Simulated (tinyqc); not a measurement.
# Threshold-voltage variability of a planar MOSFET, analytic estimates, step by step

tinyqc, about 0.01 s, one thread, Intel Xeon 2.30GHz (shared host): `OMP_NUM_THREADS=1 python tinyqc.py 2090053 2090054 out.jsonl` Printed values are rounded.

Three independent sources add in quadrature: random dopants in the depleted layer, metal-gate grains of two orientations, and roughness of the two gate edges acting through the roll-off VT = VT(long) - Vr exp(-L/l). These are first-order estimates: no three-dimensional electrostatics, no percolation.

Parameters, values chosen for the exercise; material values close to those of silicon:
- T = 325 K (temperature)
- Eg = 1.12 eV (band gap)
- eps_r = 11.9 (relative permittivity of the semiconductor)
- Nc = 3.2e19 cm^-3 (conduction-band density of states at T)
- Nv = 3.04e19 cm^-3 (valence-band density of states at T)
- Na = 1.7e18 cm^-3 (channel doping)
- ti = 1.4 nm (oxide-equivalent thickness in inversion)
- L = 90 nm (gate length)
- W = 430 nm (gate width)
- G = 10 nm (metal grain size)
- dW = 0.3 eV (work-function difference of the two grain orientations)
- p = 0.4 (share of the orientation of higher work function)
- De = 1.5 nm (rms roughness of one gate edge)
- La = 10 nm (correlation length of the roughness)
- l = 22 nm (decay length of the threshold roll-off)
- Vr = 1.7 V (prefactor of the roll-off)
- n = 1.15 (subthreshold factor)
- gI = 5 1/V (gm/I of a matched pair)
- sb = 0.7 % (spread of the gain factor of one device)
- Nb = 8388608 (number of cells)
- Y = 0.979 (wanted yield)

Constants: q = 1.602176634e-19 C, kB = 1.380649e-23 J/K, Vt = kB T/q, eps0 = 8.8541878128e-14 F/cm where lengths are in cm. Results are converted to the units shown.

## Random dopants

ni = sqrt(Nc Nv) exp(-Eg/(2 Vt)), Eg in volts; Cox = 3.9 eps0/ti; Wd = sqrt(4 eps0 eps_r Vt ln(Na/ni)/(q Na)); dopants: s1 = (q/Cox) sqrt(Na Wd/(3 L W)). The slope A1 = s1 sqrt(L W); mean number of dopants Na L W Wd.

Cox = 2.466524 uF/cm^2
Wd = 27.21114 nm
mean number of dopants = 1790.221
A1 = 0.8066076 mV um
s1 = 4.100217 mV

Counting alone, 1/sqrt(N) of the depletion voltage q Na Wd/Cox = 300 mV, would give sqrt(3) times more: dopants deep in the layer act less on the surface.

## Metal grains and edge roughness

Grains: Ng = L W/G^2 (at least 1), s2 = dW sqrt(p (1 - p)/Ng). Edges, with exponential correlation and u = W/La: the mean gate length has sL^2 = 2 De^2 (2/u)[1 - (1 - exp(-u))/u]; s3 = sL (Vr/l) exp(-L/l).

Ng = 387
s2 = 7.470874 mV
sL = 0.4521447 nm
dVT/dL = 1.292311 mV/nm
s3 = 0.5843115 mV

## Total spread, mismatch and leakage

s = sqrt(s1^2 + s2^2 + s3^2). For a pair: s(dVT) = sqrt(2) s; current mismatch sqrt(2) sqrt((gI s)^2 + sb^2); input offset = current mismatch/gI. For a Gaussian VT the off current is log-normal with mean/median = exp(s^2/(2 (n Vt)^2)).

s = 8.542081 mV
s(dVT) = 12.08033 mV
current mismatch = 6.120750 %
input offset = 12.24150 mV
mean/median of Ioff = 1.035797

The grains give 76.5 % of the variance; without them s would be 4.14 mV.

## Iteration 1: margin in standard deviations for the wanted yield

k at the start = 3

Cells fail independently with probability Q(k) = erfc(k/sqrt(2))/2 when the margin is k standard deviations, and Y = exp(-Nb Q(k)). phi = exp(-k^2/2)/sqrt(2 pi). Newton steps on ln Q(k) = ln(-ln(Y)/Nb): k(new) = k + [ln Q - ln(-ln(Y)/Nb)] Q/phi.

Q(k) = 0.001349898
phi = 0.004431848
k after iteration 1 = 7.016723

## Iteration 2: margin in standard deviations for the wanted yield

As before.

Q(k) = 1.135659e-12
phi = 8.124466e-12
k after iteration 2 = 5.939169

## Course of the iteration: margin in standard deviations for the wanted yield

Stop when k changes by less than 1e-9, or after 30 iterations.

Course of the iteration:
```
iteration         k  |change|
1          7.016723      4.02
2          5.939169      1.08
3          5.845890    0.0933
4          5.845183   7.06e-4
5          5.845183   4.05e-8
6          5.845183   < 1e-12
```

Converged in 6 iterations. At the end the number of correct digits about doubles with each step. With s(dVT) = 12.1 mV, 5.85 standard deviations are 70.6 mV.
